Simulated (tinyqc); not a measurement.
Reverse leakage of an n+-p junction: diffusion, generation, trap-assisted and band-to-band tunnelling: two steps of the calculation.

One-sided abrupt junction in the depletion approximation, x from the junction (0) to W on the p side, field F = F0 (1 - x/W). Flat quasi-Fermi levels, long p side. Traps generate through SRH with both lifetimes shortened by 1 + Gamma (Hurkx enhancement, form for moderate fields); band-to-band generation is local and needs a total bending above Eg.

Values chosen for this exercise; band and dielectric values close to those of silicon:
```
symbol,value,unit,meaning
T,250,K,temperature
Eg,1.13,eV,band gap
Na,1.7e17,cm^-3,acceptor density of the lighter side
Nd,1e20,cm^-3,donor density of the heavier side
tau,4e-9,s,SRH lifetime of both carriers at zero field
Et,0,eV,trap level above the intrinsic level
Ab,6.7e14,cm^-0.5 V^-2.5 s^-1,band-to-band prefactor
Bb,1.96e7,V/cm,band-to-band field constant
VR,0.5,V,reverse bias
```

Constants: q = 1.602176634e-19 C, kB = 1.380649e-23 J/K, Vt = kB T/q. Results are converted to the units shown.

Task 1. Generation rates across the layer. u = (Vbi + VR)(1 - x/W)^2, p = Na exp(-u/Vt), n = Nd exp((u - Vbi - VR)/Vt); G0 = ni^2 (1 - exp(-VR/Vt))/(tau (n + p + 2 ni cosh(Et/Vt))); Gamma = 2 sqrt(3 pi)(F/FG) exp((F/FG)^2); trap-assisted part G0 Gamma; G_bb = Ab F^2.5 exp(-Bb/F) with F in V/cm, zero unless Vbi + VR > Eg, and counted as zero under 1 cm^-3 s^-1. 12 equal steps.

ni = 8.4480158e7 cm^-3
Vbi = 1.0604107 V
W = 108.01351 nm
F0 = 288.92880 kV/cm
FG = 274.91860 kV/cm

Give: x; F; Gamma; G0; G0 Gamma; G_bb.

Result 1.

```
point  x (nm)  F (kV/cm)   Gamma  G0 (cm^-3 s^-1)  G0 Gamma (cm^-3 s^-1)  G_bb (cm^-3 s^-1)
0         0.0      288.9   19.47          1.784e4                3.474e5              0.000
1         9.0      264.9   14.96          1.887e9               2.823e10              0.000
2        18.0      240.8   11.58         7.247e13               8.392e14              0.000
3        27.0      216.7   9.008         1.045e16               9.416e16              0.000
4        36.0      192.6   7.028         1.056e16               7.422e16              0.000
5        45.0      168.5   5.481         1.035e16               5.676e16              0.000
6        54.0      144.5   4.252         7.156e14               3.043e15              0.000
7        63.0      120.4   3.257         3.034e12               9.883e12              0.000
8        72.0       96.3   2.432         3.282e10               7.982e10              0.000
9        81.0       72.2   1.729          9.706e8                1.678e9              0.000
10       90.0       48.2   1.109          7.849e7                8.704e7              0.000
11       99.0       24.1  0.5419          1.736e7                9.405e6              0.000
12      108.0        0.0       0          1.050e7                      0              0.000
```

Task 2. Current components. 12 equal steps.

Each current is q times the trapezoid sum of its rate; J adds J_diff; J_bb under 1e-8 of the sum is given as 0.

```
point     x (nm)  G0 (cm^-3 s^-1)  G0 Gamma (cm^-3 s^-1)  G_bb (cm^-3 s^-1)
0        0.00000        17842.243            3.4744693e5                  0
1        9.00113      1.8869082e9           2.8234794e10                  0
2       18.00225     7.2471251e13           8.3917511e14                  0
3       27.00338     1.0453055e16           9.4163060e16                  0
4       36.00450     1.0559888e16           7.4218886e16                  0
5       45.00563     1.0354039e16           5.6755191e16                  0
6       54.00676     7.1556858e14           3.0429529e15                  0
7       63.00788     3.0344005e12           9.8830931e12                  0
8       72.00901     3.2822025e10           7.9816912e10                  0
9       81.01013      9.7058029e8            1.6776609e9                  0
10      90.01126      7.8485976e7            8.7039767e7                  0
11      99.01239      1.7355951e7            9.4048222e6                  0
12     108.01351      1.0495437e7                      0                  0
```

J_diff = 4.3849573e-16 A/cm^2

Find: J_SRH; J_TAT; J_bb; J.

Result 2.

J_SRH = 4.6376e-9 A/cm^2
J_TAT = 3.3029e-8 A/cm^2
J_bb = 0 A/cm^2
J = 3.7667e-8 A/cm^2

Range of the model: The n+ side is degenerate, so Vbi from Boltzmann statistics is only a guide.

Program tinyqc, `OMP_NUM_THREADS=1 python tinyqc.py 2290168 2290169 out.jsonl`; Intel Xeon 2.30GHz, shared host, one thread, about 0.01 s.
